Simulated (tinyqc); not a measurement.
Resistance of a source-drain extension with a graded tip: abruptness at a fixed junction position.

y runs along the channel, the gate covers y > 0. The doping is N0 for y < y0 and N0 10^(-(y - y0)/la) beyond, uniform over the depth xj. Sheet conductance s(y) = q mu(N) max(N - Nch, 0) xj + (for y > 0) ma Cox Vo, with mu(N) = u0 + (u1 - u0)/(1 + (N/Nr)^au) and Cox = eps0 eox/tox. Current is taken as one-dimensional; depletion of the tip, spreading and the contact are left out. The metallurgical junction lies at yj, where N = Nch.

R_spacer = integral of dy/s from -Ls to 0, R_ov from 0 to yj, R_channel = (Lg - 2 yj)/(ma Cox Vo), R_total = 2 R_spacer + 2 R_ov + R_channel. Electrical length L_eff = ma Cox dR_total/d(1/Vo); R_series = R_total - L_eff/(ma Cox Vo). y0 is moved with la so that yj stays at 10.518 nm.

Parameters, values chosen for the exercise; mobility law close to that of holes in silicon: relative permittivity of the gate insulator (close to aluminium oxide) eox = 8.77; insulator thickness tox = 7.6 nm; active doping of the extension far from the gate N0 = 1.5e20 cm^-3; depth of the extension xj = 12 nm; channel doping Nch = 2.1e18 cm^-3; spacer length Ls = 23 nm; gate overdrive Vo = 0.67 V; mobility of the gate-induced layer ma = 48 cm^2/(V s); mobility at low doping u1 = 470.5 cm^2/(V s); mobility at high doping u0 = 44.9 cm^2/(V s); reference doping Nr = 2.23e17 cm^-3; exponent au = 0.719; gate length Lg = 60 nm.

Constants: q = 1.602176634e-19 C, eps0 = 8.8541878128e-14 F/cm where lengths are in cm. Results are converted to the units shown.

The same in every row: yj (nm) = 10.52; R_channel (ohm um) = 1186.

Results:
```
la (nm/decade)  R_spacer (ohm um)  R_ov (ohm um)  R_total (ohm um)  L_eff (nm)  R_series (ohm um)
1                           16.57          19.60              1258       39.39              59.51
2.3                         16.57          35.45              1290       39.92              74.98
3.6                         16.57          51.30              1322       40.45              90.46
4.9                         16.57          67.15              1353       40.99              105.9
6.1                         16.66          81.70              1383       41.48              120.2
8.7                         21.36          109.1              1447       42.52              152.7
10                          26.38          120.5              1480       43.02              170.4
```

Estimate the missing row, la = 7.4 nm/decade.

Computed row:
```
la (nm/decade)  R_spacer (ohm um)  R_ov (ohm um)  R_total (ohm um)  L_eff (nm)  R_series (ohm um)
7.4                         18.10          96.21              1414       42.01              136.1
```

With this row back in the table: As la goes from 1 to 10 nm/decade, R_total rises from 1260 to 1480 ohm um, R_spacer rises from 16.6 to 26.4 ohm um and R_ov rises from 19.6 to 121 ohm um. R_total changes on average by 24.6 ohm um for each nm/decade. L_eff exceeds the metallurgical length by 0.422 nm in the first row and 4.05 nm in the last, since the gate also controls the lightly doped tips.

Computed by the program tinyqc: `OMP_NUM_THREADS=1 python tinyqc.py 2282161 2282162 out.jsonl`, one thread of a shared Intel Xeon 2.30GHz, about 0.05 s for the whole run.
